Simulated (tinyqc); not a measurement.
Avalanche multiplication and breakdown of a junction from ionisation integrals: one step, computed by the program tinyqc. Command: `OMP_NUM_THREADS=1 python tinyqc.py 3009673 3009674 out.jsonl impact walk`. One thread of a shared host (Intel(R) Xeon(R) Processor @ 2.30GHz), about 0.01 s of CPU time with the checks.

Ionisation coefficients follow the local field. Position x runs through the depletion layer from the p side (x = 0), where electrons enter, to the n side (x = w), where holes enter. The built-in voltage is neglected.

Problem. Multiplication and noise. M_n = 1/(1 - I_n), M_p = M_n exp(-Phi(w)); McIntyre excess noise for the carrier with the larger M, F_x = k M + (1 - k)(2 - 1/M), with k = (smaller M - 1)/(larger M - 1).

Junction: linearly graded.

Every 50th point:

| x (micrometre) | F (MV/cm) | alpha_n (1/cm) | alpha_p (1/cm) | Phi | I_n up to x |
|---|---|---|---|---|---|
| 0.00000 | 0.0000000 | 0 | 0 | 0 | 0 |
| 1.90678 | 0.1053161 | 2.898426e-04 | 5.284170e-07 | 1.678885e-09 | 1.681310e-09 |
| 3.81357 | 0.1805419 | 9.043879e+01 | 9.138632e+00 | 2.703029e-03 | 2.935663e-03 |
| 5.72035 | 0.2256774 | 1.163020e+03 | 2.643349e+02 | 8.502494e-02 | 1.002917e-01 |
| 7.62713 | 0.2407225 | 2.049763e+03 | 5.576763e+02 | 3.295784e-01 | 3.689787e-01 |
| 9.53392 | 0.2256774 | 1.163020e+03 | 2.643349e+02 | 5.741319e-01 | 5.798555e-01 |
| 11.44070 | 0.1805419 | 9.043879e+01 | 9.138632e+00 | 6.564539e-01 | 6.349281e-01 |
| 13.34749 | 0.1053161 | 2.898426e-04 | 5.284170e-07 | 6.591569e-01 | 6.364508e-01 |
| 15.25427 | 0.0000000 | 0 | 0 | 6.591569e-01 | 6.364508e-01 |

Give: M_n; M_p; effective k; excess noise factor.

Solution.

M_n = 2.751

M_p = 1.423

effective k = 0.2416

excess noise factor = 1.906

Injecting electrons gives the larger gain and, at equal gain, the lower noise.
